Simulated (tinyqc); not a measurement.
## Width from the threshold shift

Question. Undoped body with a flat potential across it, hard walls, transport along x. Three valley pairs (g = 2 each) with the longitudinal mass along x, y or z. Non-parabolicity enters the subband edges through E (1 + al E) = gamma, so E = 2 gamma/(1 + sqrt(1 + 4 al gamma)); motion within a subband is taken as parabolic with the band-edge mass. Energies are counted from the bulk band edge. gamma = C pi^2 [a^2/(my (t + dl)^2) + b^2/(mz (H + dl)^2)], C = hbar^2/(2 m0). Each subband has N_k = g sqrt(2 mx m0 kB T/(pi hbar^2)); without degeneracy n = exp(EF/Vt) sum N_k exp(-E_k/Vt). Classical value Nc times t H, Nc = sum over valleys of 2 g (m m0 kB T/(2 pi hbar^2))^1.5 with m = (mx my mz)^(1/3). Threshold shift dVT = Vt ln(classical value/sum N_k exp(-E_k/Vt)). Find t and the lowest subband edge.

Parameters, values chosen for the exercise; masses close to those of silicon: temperature T = 300 K; longitudinal mass ml = 0.908 m0; transverse mass mt = 0.192 m0; non-parabolicity al = 0.5 1/eV; widening of the box by penetration into the insulator dl = 0 nm; height (along z) H = 6 nm.

Constants: q = 1.602176634e-19 C, kB = 1.380649e-23 J/K, hbar = 1.054571817e-34 J s, m0 = 9.1093837015e-31 kg, Vt = kB T/q, hbar^2/(2 m0) = 0.0380998212 eV nm^2. Results are converted to the units shown.

dVT = 57.191474 mV

Answer. dVT is evaluated for trial values of t with all subbands; between 1.5 and 25 nm one value matches.

t = 6.00 nm
E_1 = 63.9 meV

Computed by the program tinyqc: `OMP_NUM_THREADS=1 python tinyqc.py 2350138 2350139 out.jsonl`, one thread of a shared Intel Xeon 2.30GHz, about 0.3 s for the whole run.
